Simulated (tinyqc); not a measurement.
From generation current back to reverse bias V_r: trap-assisted generation and recombination current of an abrupt junction. Computed by tinyqc, a small Python program. Command: `OMP_NUM_THREADS=1 python tinyqc.py 3013873 3013874 out.jsonl junctionleak inv`. One thread of a shared host (Intel(R) Xeon(R) Processor @ 2.30GHz), about 0.04 s of CPU time with the checks.

Depletion approximation, flat quasi-Fermi levels across the depleted layer, long neutral regions with minority lifetimes tau_n and tau_p, full ionisation and Boltzmann statistics. Voltages in exponents stand for e V.

Inputs (values chosen for the exercise, for a model semiconductor):

| quantity | value | unit |
|---|---|---|
| gap E_g | 1.45 | eV |
| electron mass m_e | 0.0959 | m_0 |
| valleys M_c | 1 | - |
| hole mass m_h | 0.553 | m_0 |
| dielectric constant eps | 12.6 | - |
| acceptor density N_A | 7.8e+15 | cm^-3 |
| donor density N_D | 4.9e+18 | cm^-3 |
| capture time tau_n | 9.9e-07 | s |
| capture time tau_p | 3.3e-09 | s |
| trap level E_t - E_i | -0.075 | eV |
| electron diffusion coefficient D_n | 14 | cm^2/s |
| hole diffusion coefficient D_p | 4.2 | cm^2/s |
| temperature T | 300 | K |
| tunnelling mass m_t | 0.33 | m_0 |

Field enhancement: Hurkx tunnelling factor.

Constants: k_B = 8.617333262e-05 eV/K; m_0 = 9.1093837015e-31 kg; k_B = 1.380649e-23 J/K; h = 6.62607015e-34 J s; e = 1.602176634e-19 C; eps_0 = 8.8541878128e-12 F/m; hbar = 1.054571817e-34 J s.

Method:
- N_c = 2 M_c (2 pi m_e k_B T/h^2)^(3/2) and N_v = 2 (2 pi m_h k_B T/h^2)^(3/2), masses in units of m_0.
- n_i = sqrt(N_c N_v) exp(-E_g/2 k_B T); V_bi = (k_B T/e) ln(N_A N_D/n_i^2); diffusion saturation current J_d0 = e n_i^2 [sqrt(D_n/tau_n)/N_A + sqrt(D_p/tau_p)/N_D].
- W = sqrt(2 eps eps_0 (V_bi - V)(1/N_A + 1/N_D)/e), x_p = W N_D/(N_A + N_D), x_n = W - x_p, peak field F_m = 2 (V_bi - V)/W; reverse bias means V = -V_r.
- Both capture times are divided by 1 + Gamma, Gamma = 2 sqrt(3 pi) (F/F_G) exp((F/F_G)^2), F_G = sqrt(24 m_t (k_B T)^3)/(e hbar) (the low-field Hurkx form), F being the local field, linear in x from 0 at the edges to F_m.
- Potential from the p edge: phi = (V_bi - V) x^2/(x_p W) on the p side and (V_bi - V)[1 - (W - x)^2/(x_n W)] on the n side; p = N_A exp(-phi/k_B T), n = n_i^2 exp(V/k_B T)/p; U = (n p - n_i^2)/[tau_p (n + n_i exp(dE/k_B T)) + tau_n (p + n_i exp(-dE/k_B T))], dE = E_t - E_i, n1 = n_i exp(dE/k_B T), p1 = n_i exp(-dE/k_B T); J_t = e int U dx by the trapezoid rule on 400 intervals on each side.
- Generation lifetime tau_g = tau_p exp(dE/k_B T) + tau_n exp(-dE/k_B T); textbook estimate e n_i W/tau_g; generation current J_g = -J_t; total = J_g + J_d0 (1 - exp(-V_r/k_B T)).

Task: A run gave the result below. Find the reverse bias V_r, known to lie between 2.8 and 6.3 V.

generation current = 2.282675e-12 A/cm^2

Result:

Each step takes the trial c = (a f_b - b f_a)/(f_b - f_a), f being the result less the target and a, b, c the logarithms of the listed values; c replaces end b, the old b replaces a if the sign of f changed, and otherwise f_a is halved.

Scan of the range:

| reverse bias V_r (V) | generation current (A/cm^2) |
|---|---|
| 2.80 | 1.57255e-12 |
| 3.21 | 1.74672e-12 |
| 3.67 | 1.93845e-12 |
| 4.20 | 2.15541e-12 |
| 4.81 | 2.40087e-12 |
| 5.50 | 2.67412e-12 |
| 6.30 | 2.98636e-12 |

False position (Illinois rule, in the logarithm of the input) inside the bracket:

| step | end a | end b | trial | generation current (A/cm^2) |
|---|---|---|---|---|
| 1 | 4.20000 | 4.81000 | 4.50594 | 2.27903e-12 |
| 2 | 4.81000 | 4.50594 | 4.51475 | 2.28257e-12 |
| 3 | 4.81000 | 4.51475 | 4.51524 | 2.28277e-12 |
| 4 | 4.51475 | 4.51524 | 4.51500 | 2.28267e-12 |
| 5 | 4.51524 | 4.51500 | 4.51500 | 2.28268e-12 |

Generation current rises at every point of a 13-point scan of the range (every second point is shown), so one value fits; it is bracketed by 4.20 and 4.81. Answer: reverse bias V_r = 4.515 V.

Caution: one side is doped near or above its effective density of states, so Boltzmann statistics understate V_bi.
